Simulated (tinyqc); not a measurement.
Single-oscillator infrared dielectric function of a polar cubic crystal: one step, computed by the program tinyqc.

One ion pair, charges +Z* and -Z*, in a cell of volume Omega = a^3/4. Frequencies omega are given as wavenumbers (1/cm); eps_s is the static dielectric constant.

Problem. Optical constants at the probe frequency. eps(omega) = eps_inf + W^2/(omega_TO^2 - omega^2 - i gamma omega); n + i k = sqrt(eps) with k >= 0; R = |(n + i k - 1)/(n + i k + 1)|^2 at normal incidence from vacuum. omega is the probe ratio times omega_TO. Intensity decays over 1/(4 pi omega k); the loss function is Im(-1/eps).

Inputs (values chosen for the exercise, modelled on sodium chloride):
```
quantity,value,unit
omega_TO,166,1/cm
eps_inf,2.3,-
phonon damping gamma,6.8,1/cm
probe frequency / omega_TO,0.639,-
```

Structure: rock salt. Free carriers: absent.

W = 314.1360 1/cm

Give: omega; Re eps; Im eps; n; k; reflectivity R; penetration depth of the intensity; loss function.

Solution.

omega = 106.074 1/cm

Re eps = 8.341

Im eps = 0.2672

n = 2.888

k = 0.04626

reflectivity R = 0.2360

penetration depth of the intensity = 162.2 micrometre

loss function = 0.003838

Re eps is positive and k is small against n: the wave propagates.
